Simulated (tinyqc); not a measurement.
Propagation of a band-gap error through k.p and effective-mass formulas: one step. Binding energies and densities for both gaps. Two cases, with inputs chosen for the exercise.

Question. Use the values of the table.

Donor: R = Ry me/e0^2, a_B = a0 e0/me, Mott density (0.26/a_B)^3. Nc, Nv = 2 (m kT/(4 pi c))^(3/2), c = hbar^2/2m0, ni = sqrt(Nc Nv) exp(-E/2kT). Exciton: Ry mu/e0^2 with 1/mu = 1/me + g1(E). 1 angstrom^-3 = 1e24 cm^-3.

Constants: Ry = 13.60569312 eV; a0 (Bohr radius) = 0.5291772105 angstrom; kB = 8.617333262e-05 eV/K; hbar^2/2m0 = 3.80998211 eV angstrom^2.

Give: a table of quantity, at Eg, at Eg2, ratio.

Case 1.

Values chosen (reference values near those of InP, gap at low temperature; the results hold for these values, not for the real material):
- mh = 0.41 m0 (density-of-states mass of the holes)
- T = 400 K (temperature)
- Eg = 1.443 eV (gap at Gamma to the s-like level)
- Eg2 = 1.299 eV (a wrong gap, of the size a hybrid functional can give)

Band values at the two gaps:
```
quantity        at Eg     at Eg2    ratio
me          0.0672189  0.0610591  0.90836
g*            1.34051    1.19242        -
g1            5.07000    5.59495  1.10354
g2            1.61000    1.87248  1.16303
light hole   0.120627   0.107067  0.88759
heavy hole   0.540541   0.540541  1.00000
ei            9.63000    10.1306  1.05198
e0            12.3800    12.8806  1.04044
```

Answer.

Results:
```
quantity                  at Eg     at Eg2  ratio
R (meV)                   5.967      5.007  0.839
a_B (angstrom)            97.46      111.6   1.15
Mott density (cm^-3)  1.899e+16  1.263e+16  0.665
Nc (cm^-3)            6.733e+17  5.829e+17  0.866
ni (cm^-3)            2.122e+09  1.594e+10   7.51
exciton (meV)             4.450      3.732  0.839
```

Power laws carry the error on: the donor energy (me/e0^2) by a factor of 0.839, the Mott density (cube of me/e0) by 0.665. ni, with its exponential, changes by a factor of 7.51, that is 0.9 decades.

Case 2.

Values chosen (reference values near those of GaSb, gap at low temperature; the results hold for these values, not for the real material):
- mh = 0.59 m0 (density-of-states mass of the holes)
- T = 300 K (temperature)
- Eg = 0.796 eV (gap at Gamma to the s-like level)
- Eg2 = 0.74 eV (a wrong gap, of the size a hybrid functional can give)

Band values at the two gaps:
```
quantity        at Eg     at Eg2    ratio
me          0.0344581  0.0323387  0.93849
g*           -8.79274   -10.0464        -
g1            13.4400    14.2830  1.06272
g2            4.69000    5.11148  1.08987
light hole  0.0438212  0.0408065  0.93120
heavy hole   0.246305   0.246305  1.00000
ei            14.5400    14.9322  1.02698
e0            15.6600    16.0522  1.02505
```

Answer.

Results:
```
quantity                  at Eg     at Eg2  ratio
R (meV)                   1.912      1.708  0.893
a_B (angstrom)            240.5      262.7   1.09
Mott density (cm^-3)  1.264e+15  9.698e+14  0.767
Nc (cm^-3)            1.605e+17  1.459e+17  0.909
ni (cm^-3)            2.783e+11  7.839e+11   2.82
exciton (meV)             1.307      1.168  0.894
```

Power laws carry the error on: the donor energy (me/e0^2) by a factor of 0.893, the Mott density (cube of me/e0) by 0.767. ni, with its exponential, changes by a factor of 2.82, that is 0.4 decades.

Computed by tinyqc, one run a case: `OMP_NUM_THREADS=1 python tinyqc.py N N+1 out.jsonl` with N = 1880049, 1880138; one thread of a shared Intel(R) Xeon(R) Processor @ 2.30GHz, about 0.01 s a run at most.
